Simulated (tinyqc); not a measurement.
Inside a calculation. Model: MOS inversion layer, Poisson-Schroedinger loop.

Computed by the program tinyqc: `OMP_NUM_THREADS=1 python tinyqc.py 2160056 2160057 out.jsonl`, one thread of a shared Intel Xeon 2.30GHz, about 0.5 s for the whole run. Printed values are rounded.

Electrons confined at an insulator interface at z = 0, treated as a hard wall; parabolic valleys, Hartree approximation, no image or exchange terms. The depletion charge lies far deeper than the electrons and gives a uniform field q Nd/(eps0 eps_r); the gate balances all charge. Energies are counted from the band edge at the interface.

Parameters, values chosen for the exercise; masses and permittivity close to those of germanium (100):
- T = 400 K (temperature)
- eps_r = 15.7 (relative permittivity)
- mz1 = 0.121 m0 (mass along z of valley set A (4 valley(s)))
- md1 = 0.289 m0 (in-plane density-of-states mass of set A)
- Ns = 9e11 cm^-2 (sheet density of electrons)
- Nd = 3.2e11 cm^-2 (sheet density of depletion charge)
- hz = 2.2 nm (mesh step)
- a = 1 (mixing factor)

Constants: q = 1.602176634e-19 C, kB = 1.380649e-23 J/K, hbar = 1.054571817e-34 J s, m0 = 9.1093837015e-31 kg, Vt = kB T/q, eps0 = 8.8541878128e-14 F/cm where lengths are in cm, hbar^2/(2 m0) = 0.0380998212 eV nm^2. Results are converted to the units shown.

## Fixed part of the potential

| node | z (nm) |
|---|---|
| 1 | 2.2 |
| 2 | 4.4 |
| 3 | 6.6 |
| 4 | 8.8 |
| 5 | 11 |
| 6 | 13.2 |
| 7 | 15.4 |
| 8 | 17.6 |
| 9 | 19.8 |
| 10 | 22 |
| 11 | 24.2 |
| 12 | 26.4 |
| 13 | 28.6 |
| 14 | 30.8 |
| 15 | 33 |
| 16 | 35.2 |
| 17 | 37.4 |
| 18 | 39.6 |

V0 = q Nd z/(eps0 eps_r) in eV.

| node | fixed potential V0 (eV) |
|---|---|
| 1 | 0.008114 |
| 2 | 0.016228 |
| 3 | 0.024342 |
| 4 | 0.032456 |
| 5 | 0.040570 |
| 6 | 0.048684 |
| 7 | 0.056798 |
| 8 | 0.064912 |
| 9 | 0.073026 |
| 10 | 0.081140 |
| 11 | 0.089254 |
| 12 | 0.097368 |
| 13 | 0.105482 |
| 14 | 0.113596 |
| 15 | 0.121710 |
| 16 | 0.129824 |
| 17 | 0.137938 |
| 18 | 0.146052 |

## Round 1: levels and probability densities

| node | self-consistent potential U at the start (eV) |
|---|---|
| 1 | 0 |
| 2 | 0 |
| 3 | 0 |
| 4 | 0 |
| 5 | 0 |
| 6 | 0 |
| 7 | 0 |
| 8 | 0 |
| 9 | 0 |
| 10 | 0 |
| 11 | 0 |
| 12 | 0 |
| 13 | 0 |
| 14 | 0 |
| 15 | 0 |
| 16 | 0 |
| 17 | 0 |
| 18 | 0 |

Tridiagonal Hamiltonian with psi = 0 one step beyond both ends: H_ii = C (1/m_(i-1/2) + 1/m_(i+1/2))/hz^2 + V0_i + U_i, H_(i,i+1) = -C/(m_(i+1/2) hz^2), C = hbar^2/(2 m0). The lowest 2 level(s) are kept, normalised to hz sum |psi|^2 = 1. The mass is the same on all intervals.

levels (eV): A1 0.0376007, A2 0.0652155

| node | \|psi\|^2 of A1 (1/nm) | \|psi\|^2 of A2 (1/nm) |
|---|---|---|
| 1 | 0.051123 | 0.046866 |
| 2 | 0.122310 | 0.059029 |
| 3 | 0.128492 | 0.007479 |
| 4 | 0.086514 | 0.015457 |
| 5 | 0.042662 | 0.074274 |
| 6 | 0.016484 | 0.100802 |
| 7 | 0.005199 | 0.079398 |
| 8 | 0.001376 | 0.043933 |
| 9 | 0.000312 | 0.018618 |
| 10 | 0.000061 | 0.006348 |
| 11 | 0.000011 | 0.001798 |
| 12 | 0.000002 | 0.000433 |
| 13 | 0.000000 | 0.000090 |
| 14 | 0.000000 | 0.000016 |
| 15 | 0.000000 | 0.000003 |
| 16 | 0.000000 | 0.000000 |
| 17 | 0.000000 | 0.000000 |
| 18 | 0.000000 | 0.000000 |

## Round 1: Fermi level and occupations

Level k holds N_k = D_k Vt ln(1 + exp((EF - E_k)/Vt)) with D = 4 md1 m0 q/(pi hbar^2) per eV (spin included); EF is fixed by sum N_k = Ns.

EF = -0.0752086 eV
N_k (cm^-2): A1 6.19228e11, A2 2.80772e11

## Round 1: density, output potential and mixing

n_i = sum_k N_k |psi_k|^2 (converted to cm^-3). Hartree part by Gauss: on the interval before node i the electrons still beyond are S_i = Ns - hz sum_(j<i) n_j, and U_i = U_(i-1) + q S_i hz/(eps0 eps_r) in eV, U_0 = 0 at the interface. Mixing: U(new) = U + a (U(out) - U).

| node | n (1e17 cm^-3) | U(out) (eV) | U after round 1 (eV) |
|---|---|---|---|
| 1 | 4.48157 | 0.0228206 | 0.0228206 |
| 2 | 9.23113 | 0.0431412 | 0.0431412 |
| 3 | 8.16658 | 0.0583124 | 0.0583124 |
| 4 | 5.79118 | 0.0689279 | 0.0689279 |
| 5 | 4.72713 | 0.0763129 | 0.0763129 |
| 6 | 3.85096 | 0.0810609 | 0.0810609 |
| 7 | 2.55121 | 0.0836608 | 0.0836608 |
| 8 | 1.31872 | 0.0848374 | 0.0848374 |
| 9 | 0.54206 | 0.0852785 | 0.0852785 |
| 10 | 0.18205 | 0.0854171 | 0.0854171 |
| 11 | 0.05115 | 0.0854542 | 0.0854542 |
| 12 | 0.01226 | 0.0854628 | 0.0854628 |
| 13 | 0.00254 | 0.0854645 | 0.0854645 |
| 14 | 0.00046 | 0.0854648 | 0.0854648 |
| 15 | 0.00007 | 0.0854649 | 0.0854649 |
| 16 | 0.00001 | 0.0854649 | 0.0854649 |
| 17 | 0.00000 | 0.0854649 | 0.0854649 |
| 18 | 0.00000 | 0.0854649 | 0.0854649 |

## Round 2: levels and probability densities

As before.

levels (eV): A1 0.085915, A2 0.132591

| node | \|psi\|^2 of A1 (1/nm) | \|psi\|^2 of A2 (1/nm) |
|---|---|---|
| 1 | 0.136250 | 0.078144 |
| 2 | 0.181727 | 0.014951 |
| 3 | 0.095805 | 0.029795 |
| 4 | 0.031414 | 0.112229 |
| 5 | 0.007587 | 0.113365 |
| 6 | 0.001477 | 0.066096 |
| 7 | 0.000245 | 0.027635 |
| 8 | 0.000036 | 0.009118 |
| 9 | 0.000005 | 0.002492 |
| 10 | 0.000001 | 0.000580 |
| 11 | 0.000000 | 0.000117 |
| 12 | 0.000000 | 0.000021 |
| 13 | 0.000000 | 0.000003 |
| 14 | 0.000000 | 0.000000 |
| 15 | 0.000000 | 0.000000 |
| 16 | 0.000000 | 0.000000 |
| 17 | 0.000000 | 0.000000 |
| 18 | 0.000000 | 0.000000 |

## Round 2: Fermi level and occupations

As before.

EF = -0.0219370 eV
N_k (cm^-2): A1 7.12986e11, A2 1.87014e11

## Round 2: density, output potential and mixing

As before.

| node | n (1e18 cm^-3) | U(out) (eV) | U after round 2 (eV) |
|---|---|---|---|
| 1 | 1.11759 | 0.0228206 | 0.0228206 |
| 2 | 1.32365 | 0.0394069 | 0.0394069 |
| 3 | 0.73880 | 0.0486094 | 0.0486094 |
| 4 | 0.43386 | 0.0536907 | 0.0536907 |
| 5 | 0.26610 | 0.0563516 | 0.0563516 |
| 6 | 0.13414 | 0.0575282 | 0.0575282 |
| 7 | 0.05343 | 0.0579565 | 0.0579565 |
| 8 | 0.01731 | 0.0580868 | 0.0580868 |
| 9 | 0.00469 | 0.0581205 | 0.0581205 |
| 10 | 0.00109 | 0.0581280 | 0.0581280 |
| 11 | 0.00022 | 0.0581295 | 0.0581295 |
| 12 | 0.00004 | 0.0581298 | 0.0581298 |
| 13 | 0.00001 | 0.0581298 | 0.0581298 |
| 14 | 0.00000 | 0.0581298 | 0.0581298 |
| 15 | 0.00000 | 0.0581298 | 0.0581298 |
| 16 | 0.00000 | 0.0581298 | 0.0581298 |
| 17 | 0.00000 | 0.0581298 | 0.0581298 |
| 18 | 0.00000 | 0.0581298 | 0.0581298 |

## Course of the self-consistent loop

Start from U = 0. Stop when the largest |U(out) - U| is below 1e-7 eV, or after 120 rounds.

Course of the iteration:

| round | level A1 (eV) | EF (eV) | largest \|U(out) - U\| (eV) |
|---|---|---|---|
| 1 | 0.0376007 | -0.0752086 | 0.0855 |
| 2 | 0.0859147 | -0.0219370 | 0.0273 |
| 3 | 0.0802920 | -0.0300914 | 0.0107 |
| 4 | 0.0826220 | -0.0266503 | 4.80e-3 |
| 5 | 0.0816760 | -0.0280734 | 2.03e-3 |
| 6 | 0.0820843 | -0.0274585 | 8.84e-4 |
| 7 | 0.0819097 | -0.0277221 | 3.80e-4 |
| 8 | 0.0819850 | -0.0276084 | 1.64e-4 |
| 9 | 0.0819526 | -0.0276574 | 7.06e-5 |
| 10 | 0.0819666 | -0.0276362 | 3.05e-5 |
| 11 | 0.0819605 | -0.0276453 | 1.31e-5 |
| 12 | 0.0819631 | -0.0276414 | 5.66e-6 |
| 13 | 0.0819620 | -0.0276431 | 2.44e-6 |
| 14 | 0.0819625 | -0.0276424 | 1.05e-6 |
| 15 | 0.0819623 | -0.0276427 | 4.53e-7 |
| 16 | 0.0819624 | -0.0276426 | 1.95e-7 |
| 17 | 0.0819624 | -0.0276426 | 8.42e-8 |

Converged in 17 rounds. Towards the end the residual shrinks by a factor of about 0.43 a round.

## Converged levels, occupations and centroid

| node | converged U (eV) |
|---|---|
| 1 | 0.0228206 |
| 2 | 0.0404289 |
| 3 | 0.0512289 |
| 4 | 0.0578729 |
| 5 | 0.0618982 |
| 6 | 0.0640259 |
| 7 | 0.0649593 |
| 8 | 0.0652988 |
| 9 | 0.0654025 |
| 10 | 0.0654295 |
| 11 | 0.0654356 |
| 12 | 0.0654368 |
| 13 | 0.0654370 |
| 14 | 0.0654370 |
| 15 | 0.0654370 |
| 16 | 0.0654370 |
| 17 | 0.0654370 |
| 18 | 0.0654370 |

Solve for the levels with V0 + U, find EF, n_i = sum_k N_k |psi_k|^2 (in cm^-3); share of each level N_k/Ns; centroid sum n z/sum n.

levels (eV): A1 0.081962, A2 0.120991
EF = -0.0276426 eV
shares (%): A1 75.3710, A2 24.6290

| node | n (1e18 cm^-3) |
|---|---|
| 1 | 0.93438 |
| 2 | 1.22047 |
| 3 | 0.74504 |
| 4 | 0.46943 |
| 5 | 0.34017 |
| 6 | 0.21411 |
| 7 | 0.10646 |
| 8 | 0.04226 |
| 9 | 0.01375 |
| 10 | 0.00375 |
| 11 | 0.00088 |
| 12 | 0.00018 |
| 13 | 0.00003 |
| 14 | 0.00000 |
| 15 | 0.00000 |
| 16 | 0.00000 |
| 17 | 0.00000 |
| 18 | 0.00000 |

centroid = 6.30841 nm

An 800-node mesh to 67 nm with 8 levels a set gives A1 = 0.08422 eV, EF = -0.03015 eV and a centroid of 8.139 nm; the levels kept above hold 84.1 % of the electrons there. The coarse centroid is 22 % below the fine one.

## Closed-form estimates

Triangular well: E_k = a_k (C F^2/mz)^(1/3), a_1 = 2.338107, a_2 = 4.087949, C = hbar^2/(2 m0), F in eV/nm. Fang-Howard (all electrons in the lowest level of set A): b^3 = 6 (mz1/C) q (Nd + 11 Ns/32)/(eps0 eps_r), centroid 3/b, level C b^2/(4 mz1) + (3/b) q (Nd + 11 Ns/16)/(eps0 eps_r). Use F = q (Nd + Ns)/(eps0 eps_r), the surface field, and F = q (Nd + Ns/2)/(eps0 eps_r).

A1 with the surface field = 0.0926670 eV
A1 with Nd + Ns/2 = 0.0681834 eV
A2 with Nd + Ns/2 = 0.119212 eV
b = 0.517045 1/nm
Fang-Howard centroid = 5.80220 nm
Fang-Howard level = 0.0838219 eV

Against the self-consistent A1 = 0.08422 eV on a fine mesh, the surface-field estimate is 10 % above it, the half-charge one 19 % below it and Fang-Howard 0.47 % below it. A1 holds 65.8 % of the electrons, and the Fang-Howard centroid is 29 % below the full one.
